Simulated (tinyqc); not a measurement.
Bandgap voltage reference from two bipolar transistors: two steps of the calculation.

Two transistors of area 1 and N carry the same current I. Is(T) = Is (T/T0)^eta exp[(Vg0 q/kB)(1/T0 - 1/T)], VBE1 = Vt ln(I/Is(T)) + I rb, VBE2 = Vt ln(I/(N Is(T))) + I rb/N. The amplifier forces I R1(T) = VBE1 - VBE2 + Vos, with R(T) = R (1 + tc (T - T0)) for both resistors, and the output is Vref = VBE1 + I R2(T). Base currents and the Early effect are neglected.

Values chosen for this exercise; values of the order met in silicon bipolar transistors: reference temperature T0 = 300 K; band-gap voltage extrapolated to 0 K Vg0 = 1.163 V; temperature exponent of the saturation current eta = 3.1; saturation current of the unit transistor at T0 Is = 6.1e-17 A; area ratio of the second transistor N = 15; resistor across which the difference of VBE falls, at T0 R1 = 2.1 kohm; temperature coefficient of both resistors tc = 0 ppm/K; offset of the amplifier Vos = 0 mV; series resistance of the unit transistor rb = 12 ohm; output resistor at T0 R2 = 14.99 kohm.

Constants: q = 1.602176634e-19 C, kB = 1.380649e-23 J/K. Results are converted to the units shown.

Question 1. Operating point at the reference temperature. Vt = kB T/q; I = (Vt ln N + Vos)/(R1(T) - rb (1 - 1/N)). Evaluate at T = T0.

Give: Vt; I; Is(T); VBE1; I R2; Vref.

Answer 1.

Vt = 0.025852 V
I = 33.516 uA
Is(T) = 6.1000e-17 A
VBE1 = 0.69924 V
I R2 = 0.50241 V
Vref = 1.2016 V

Question 2. Resistor for zero slope at T0, ideal case. With tc = 0, Vos = 0 and rb = 0 the current is proportional to T, dVBE/dT = (VBE - Vg0 - (eta - 1) Vt)/T, and Vref has zero slope at T0 when Vref = Vg0 + (eta - 1) Vt0. Find VBE1, its slope, that Vref, R2/R1 and the curvature d2Vref/dT2 = -(eta - 1) kB/(q T0).

Give: VBE1; dVBE/dT; Vref; R2/R1; curvature.

Answer 2.

VBE1 = 0.69870 V
dVBE/dT = -1.7286 mV/K
Vref = 1.2173 V
R2/R1 = 7.4076
curvature = -0.60321 uV/K^2

Computed by the program tinyqc: `OMP_NUM_THREADS=1 python tinyqc.py 2062203 2062204 out.jsonl`, one thread of a shared Intel Xeon 2.30GHz, about 0.03 s for the whole run.
